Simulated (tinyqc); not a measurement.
# True capacitance, leakage and series resistance from two frequencies

Inverse problem. A capacitance C in parallel with G and in series with Rs is measured as Cp and D = Gp/(w Cp) at two frequencies. The series reading Cs = Cp (1 + D^2) equals C + G^2/(w^2 C), and Re Z = D/(w Cp (1 + D^2)) = Rs + G/(G^2 + w^2 C^2). Find C, G and Rs.

f (Hz): 1e6  1e7
Cp (pF): 101.477065  100.782825
D: 0.766543996  0.159760418

Answer. w^2 Cs = w^2 C + G^2/C is a straight line in w^2 with slope C; the intercept gives G, and the real part then gives Rs.

C = 103 pF
G = 486 uS
Rs = 13.0 ohm

tinyqc, about 0.01 s, one thread, Intel Xeon 2.30GHz (shared host): `OMP_NUM_THREADS=1 python tinyqc.py 2022176 2022177 out.jsonl`
